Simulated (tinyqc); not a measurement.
Inside a calculation. Model: anisotropic elasticity and sound waves of a cubic crystal. Computed by tinyqc, a small Python program that keeps every step. Command: `OMP_NUM_THREADS=1 python tinyqc.py 3025184 3025185 out.jsonl cubicelastic walk`. One thread of a shared host (Intel(R) Xeon(R) Processor @ 2.30GHz), about 0.01 s of CPU time with the checks. Intermediate numbers are printed to about 6 digits and carried at full precision; extremes and crossings named in words are read from the listed rows.

Voigt order 1..6 = xx, yy, zz, yz, xz, xy, with engineering shear strains. The rotated frame has x' as named, z' along the wafer normal and y' = z' x x'.

Inputs (values chosen for the exercise, modelled on germanium):
```
quantity,value,unit
C11,129.6,GPa
C12,48.4,GPa
C44,67.21,GPa
density rho,5.371,g/cm^3
expansion coefficient of the film,5.8,ppm/K
expansion coefficient of the substrate,4.2,ppm/K
cooling Delta T,300,K
```

Frame: (110) wafer, x' along [001].

wave normal (not normalised): [1, 2.5, 1.2]

## Compliances and anisotropy

S11 = (C11 + C12)/D, S12 = -C12/D, D = (C11 - C12)(C11 + 2 C12), S44 = 1/C44. Zener ratio A = 2 C44/(C11 - C12); S0 = S11 - S12 - S44/2; H = 2 C44 + C12 - C11.

S11 = 9.68250 1/TPa

S12 = -2.63277 1/TPa

S44 = 14.8787 1/TPa

Zener ratio A = 1.65542

S0 = 4.87590 1/TPa

H = 53.22 GPa

## Stiffness in the rotated frame

direction cosines a (rows x', y', z' in the cube axes):
```
,x,y,z
x',0.00000,0.00000,1.00000
y',0.70711,-0.70711,0.00000
z',0.70711,0.70711,0.00000
```

C'_ijkl = C12 delta_ij delta_kl + C44 (delta_ik delta_jl + delta_il delta_jk) - H sum_m a_im a_jm a_km a_lm.

C' (GPa):
```
,1,2,3,4,5,6
1,129.60,48.40,48.40,0.00,0.00,0.00
2,48.40,156.21,21.79,0.00,0.00,0.00
3,48.40,21.79,156.21,0.00,0.00,0.00
4,0.00,0.00,0.00,40.60,0.00,0.00
5,0.00,0.00,0.00,0.00,67.21,0.00
6,0.00,0.00,0.00,0.00,0.00,67.21
```

No normal-shear coupling appears in this frame.

## Moduli along the axes of the frame

Invert C' to S'. E along x' = 1/S'11, along y' = 1/S'22; Poisson ratios nu(x'y') = -S'12/S'11 and nu(x'z') = -S'13/S'11; in-plane shear modulus 1/S'66.

E along x' = 103.279 GPa

E along y' = 138.035 GPa

nu(x'y') = 0.271910

nu(x'z') = 0.271910

in-plane shear modulus = 67.21 GPa

E differs between x' and y' by -25.2 %.

## Thermal stress in a film with this orientation

On cooling, a thick substrate imposes eps_1 = eps_2 = (alpha_film - alpha_substrate) Delta T and eps_6 = 0; the free surface sets sigma_3 = sigma_4 = sigma_5 = 0, which fixes eps_3, eps_4, eps_5. Biaxial modulus M = (sigma_1 + sigma_2)/(2 eps); energy density M eps^2. Elastic response and constant coefficients are assumed.

in-plane strain = 0.48 per mille

elastic strain along the normal = -0.215679 per mille

stress along x' = 75.0011 MPa

stress along y' = 93.5132 MPa

biaxial modulus M = 175.536 GPa

energy density = 0.0404434 MJ/m^3

The film ends in tension.

## Sound waves along the wave normal

In the cube axes, with unit normal n: G_ij = (C12 + C44) n_i n_j + (C44 - H n_i^2) delta_ij, eigenvalues rho v^2, eigenvectors u (columns, largest component positive). Group velocity V_i = [(C12 + C44)(u.n) u_i + C44 n_i - H u_i^2 n_i]/(rho v); its angle to n has cosine v/|V|.

Christoffel matrix (GPa):
```
,x,y,z
x,74.390,33.259,15.965
y,33.259,112.082,39.911
z,15.965,39.911,77.549
```

phase velocities (m/s): [3020.61, 3344.25, 5371.08]

polarisations:
```
,slow,fast,longitudinal
x,0.420727,0.807100,0.414221
y,-0.633020,-0.065880,0.771327
z,0.649827,-0.586728,0.483193
```

group speeds (m/s): [3137.49, 3423.71, 5436.92]

angles between V and n (degree): [15.6879, 12.3683, 8.9256]

Energy flows off the wave normal by up to 15.7 degrees, for the slow transverse wave.

## Polycrystal bounds against single-crystal directions

B = (C11 + 2 C12)/3; Voigt G = (C11 - C12 + 3 C44)/5; Reuss G = 5/(4 (S11 - S12) + 3 S44); Hill is their mean; E = 9BG/(3B + G), nu = (3B - 2G)/(6B + 2G). Along <hkl>, with g = 0, 1/4, 1/3: 1/E = S11 - 2 S0 g; for a film with that normal C33 = C11 + 2 H g and M = [6B - (3B - C33) - (3B - C33)^2/C33]/2.

bulk modulus B = 75.4667 GPa

Averages:
```
average,G (GPa),E (GPa),nu
Voigt,56.5660,135.775,0.200144
Reuss,53.2497,129.330,0.214377
Hill,54.9078,132.571,0.207218
```

Directions:
```
direction,E (GPa),biaxial modulus M (GPa)
<100>,103.279,141.849
<110>,138.035,175.536
<111>,155.475,184.351
```

The bounds on G differ by 6.2 %, while E varies by a factor 1.51 with direction; with A above 1 the stiffest axis is <111>. Under a fixed mismatch strain, grains with a <100> normal store the least energy.

Checks made by the program: E along x' against 1/E = S11 - 2 S0 (l^2 m^2 + m^2 n^2 + n^2 l^2) (relative difference below 1e-10); closed form of M against the matrix solution (relative difference below 1e-10).
